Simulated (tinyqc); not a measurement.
Changing the trap density N_t: admittance spectroscopy and thermally stimulated current of one trap level in a depletion layer. Computed by tinyqc, a small Python program. Command: `OMP_NUM_THREADS=1 python tinyqc.py 3112329 3112330 out.jsonl admit sweep`. One thread of a shared host (Intel(R) Xeon(R) Processor @ 2.30GHz), about 0.01 s of CPU time with the checks.

A Schottky junction on n-type material holds one donor-like electron trap; shallow donors are fully ionised and abrupt depletion edges are assumed.

Inputs (values chosen for the exercise, modelled on n-type beta-Ga2O3):
```
quantity                         value    unit
dielectric constant eps           10.2       -
density-of-states mass m         0.275     m_0
shallow doping N               5.4e+16  1/cm^3
trap depth E_t below the band    0.192      eV
capture cross section sigma      2e-16    cm^2
band bending V_b                   1.6       V
test frequency f                100000      Hz
```

Constants: k_B = 1.380649e-23 J/K; m_0 = 9.1093837015e-31 kg; h = 6.62607015e-34 J s; k_B = 8.617333262e-05 eV/K; eps_0 = 8.8541878128e-12 F/m; e = 1.602176634e-19 C.

Method:
- N_c = 2 (2 pi m k_B T/h^2)^(3/2), v_th = sqrt(3 k_B T/m), emission rate e_n = sigma v_th N_c exp(-E_t/(k_B T)).
- Where the level crosses the Fermi level capture equals emission, so the trap follows the signal with the rate 2 e_n; G/omega peaks at omega = 2 e_n (the correction for large N_t/N is left out).
- Solve 2 e_n(T_p) = 2 pi f.
- With E_c - E_F = k_B T_p ln(N_c/N): lambda = sqrt(2 eps eps_0 (E_t - (E_c - E_F))/(e^2 N)); traps are empty and charged for x < x_t = w - lambda, and V_b = e (N w^2 + N_t x_t^2)/(2 eps eps_0). High frequency: C_hf = eps eps_0/w. Low frequency: C_lf = eps eps_0 (N + N_t)/(N w + N_t x_t).

One run for each value:
```
trap density N_t (1/cm^3)  step (C_lf - C_hf)/C_hf  small-N_t estimate (N_t/N)(lambda/w)  depletion width w (nm)
5.40e+14                                    0.0027                                0.0028                   182.3
1.20e+15                                    0.0061                                0.0062                   181.7
2.50e+15                                    0.0125                                0.0129                   180.6
5.20e+15                                    0.0255                                0.0272                   178.4
1.10e+16                                    0.0516                                0.0590                   174.0
2.40e+16                                    0.1033                                0.1352                   165.8
5.10e+16                                    0.1905                                0.3111                   153.1
1.10e+17                                    0.3312                                0.7556                   136.0
```

Describe and explain the trends.

Over the rows, step (C_lf - C_hf)/C_hf rises from 0.00275 to 0.331 (exponent d ln y / d ln x 0.99 between the first rows and 0.72 between the last); small-N_t estimate (N_t/N)(lambda/w) rises from 0.00277 to 0.756 (exponent d ln y / d ln x 1.0 between the first rows and 1.2 between the last); depletion width w (nm) falls from 182 to 136 (exponent d ln y / d ln x -0.0040 between the first rows and -0.15 between the last). At the low end the exponent of step (C_lf - C_hf)/C_hf is 0.99, close to 1: a dilute trap.

Caution (rows 2.40e16, 5.10e16, 1.10e17): N_t/N is not small, so the peak moves away from omega = 2 e_n.

Extremes, crossings and ranges named in words are read from the listed rows.
